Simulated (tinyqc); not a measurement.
Plane-wave Kohn-Sham cycle with exchange-only LDA in a layered model solid, step by step. One step of it, computed by the program tinyqc.

Task: Iteration 2: potential. V_H(G) = 4 pi rho(G)/G^2 for G != 0 (uniform background); v_x = -(3 rho/pi)^(1/3); V = V_ext + V_H + v_x; Fourier components f(G_m) = (1/N) sum_j f(x_j) exp(-i G_m x_j).

A solid whose potential varies along x alone (atomic units):
```
parameter                      value
period a                   14.800000
cross-section of the cell  31.000000
electrons per cell                 2
grid points                       16
plane waves -n..n, n               2
k points                           1
V1 in V1 cos(2 pi x/a)     -0.600000
```

density after iteration 1 (e/bohr^3): [0.00544021, 0.00505335, 0.00430550, 0.00388595, 0.00395076, 0.00416681, 0.00428842, 0.00433069, 0.00434401, 0.00433069, 0.00428842, 0.00416681, 0.00395076, 0.00388595, 0.00430550, 0.00505335]

Give: Potentials on the grid; V(G_m), m = 0, 1, 2, ....

Result:

Potentials on the grid (hartree):
```
x        V_ext        V_H     v_x       V
0.000   -0.600      0.030  -0.173  -0.743
0.925   -0.554      0.025  -0.169  -0.699
1.850   -0.424      0.012  -0.160  -0.572
2.775   -0.230  -2.46e-04  -0.155  -0.385
3.700        0     -0.008  -0.156  -0.164
4.625    0.230     -0.011  -0.158   0.060
5.550    0.424     -0.013  -0.160   0.252
6.475    0.554     -0.013  -0.161   0.381
7.400    0.600     -0.013  -0.161   0.426
8.325    0.554     -0.013  -0.161   0.381
9.250    0.424     -0.013  -0.160   0.252
10.175   0.230     -0.011  -0.158   0.060
11.100       0     -0.008  -0.156  -0.164
12.025  -0.230  -2.46e-04  -0.155  -0.385
12.950  -0.424      0.012  -0.160  -0.572
13.875  -0.554      0.025  -0.169  -0.699
```

V(G_m), m = 0, 1, 2, ... (hartree): [-0.161, -0.292, 0.001, -0.001, 0.000]
